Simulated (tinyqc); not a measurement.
Landau-Devonshire theory of a uniaxial ferroelectric: one step, computed by the program tinyqc. Command: `OMP_NUM_THREADS=1 python tinyqc.py 3011336 3011337 out.jsonl ferro walk`. One thread of a shared host (Intel(R) Xeon(R) Processor @ 2.30GHz), about 0.01 s of CPU time with the checks.

G(P) = (alpha/2) P^2 + (beta*/4) P^4 + (gamma/6) P^6 - E P per volume, SI units, one domain, P along the polar axis, which is normal to the film.

Task: A capacitor with imperfect screening. Between shorted electrodes with screening length lambda each, the depolarising field is -k P, k = 2 lambda/(eps_0 (d + 2 lambda eps_b)), so alpha turns into alpha + k. Ps^2 = [-beta* + sqrt(beta*^2 - 4 alpha gamma)]/(2 gamma). The polar state is the lowest uniform state while alpha + k < 0 (beta* > 0) or < 3 beta*^2/(16 gamma) (beta* < 0); setting the equality gives the critical thickness d_c.

Inputs (values chosen for the exercise, for a model ferroelectric):

| quantity | value | unit |
|---|---|---|
| Curie-Weiss temperature T0 | 510 | K |
| gamma | 1.02e+11 | J m^9/C^6 |
| temperature T | 407 | K |
| film thickness d | 54 | nm |
| screening length lambda | 0.0041 | nm |
| background permittivity eps_b | 7 | - |

Sample: epitaxial film.

alpha = -1.482543e+08 J m/C^2

beta* = 3.892000e+09 J m^5/C^4

Constants: eps_0 = 8.8541878128e-12 F/m.

Give: depolarising coefficient k; polarisation of the film; size of the depolarising field; critical thickness d_c.

Result:

depolarising coefficient k = 1.713e+07 J m/C^2

polarisation of the film = 14.68 microcoulomb/cm^2

size of the depolarising field = 2.514 MV/m

critical thickness d_c = 6.189 nm

Caution: the strain shifts T0 by more than 500 K here, which is beyond the range where constant coefficients hold.
